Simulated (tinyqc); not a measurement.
Ion-assisted plasma etching: sheath, surface coverage, synergy and aspect-ratio dependence: one step, computed by the program tinyqc. Command: `OMP_NUM_THREADS=1 python tinyqc.py 3028457 3028458 out.jsonl etch walk`. One thread of a shared host (Intel(R) Xeon(R) Processor @ 2.30GHz), about 0.07 s of CPU time with the checks.

Radicals adsorb on bare sites; ions remove covered sites with a high yield and bare sites by sputtering; a slow spontaneous reaction acts everywhere, walls included.

Task: Rate at the floor of the feature. Transmission of a round hole: K = 1/(1 + 3A/4), walls that scatter diffusely without loss. With a loss probability S = s (1 - theta) at the floor, G_b/G_n = K/(K + S - K S); theta follows G_b, and the two are solved together. Ions are taken to reach the floor unshadowed; G_b replaces G_n in every term of the rate; A is depth over diameter. Steady coverage: s G_n (1 - theta) = x Y G_i theta; removal flux = Y G_i theta + Y_p G_i (1 - theta) + k_c G_n; rate = flux/N, 1 cm/s = 6e8 nm/min.

Inputs (values chosen for the exercise, close to those used for silicon in a halogen plasma):
```
quantity                                value    unit
gas temperature T_g                       350       K
sticking coefficient s                   0.17       -
radicals per removed unit x                 4       -
spontaneous reaction probability k_c  0.00012       -
solid density N                         5e+22  1/cm^3
aspect ratio A                            2.3       -
```

Feature: round hole.

yield Y = 1.569092

sputter yield Y_p = 0.4931291

ion flux G_i = 1.223889e+15 1/(cm^2 s)

radical flux G_n = 2.055983e+17 1/(cm^2 s)

vertical rate = 20.49357 nm/min

Give: transmission K; G_b/G_n; coverage at the floor; rate at the floor; floor rate over open-field rate.

Result:

transmission K = 0.3670

G_b/G_n = 0.9477

coverage at the floor = 0.8117

rate at the floor = 20.35 nm/min

floor rate over open-field rate = 0.9930

The lag is 0.70 %. Caution: a sheath of several millimetres is collisional at usual pressures, which lowers the ion energy and widens the angles.
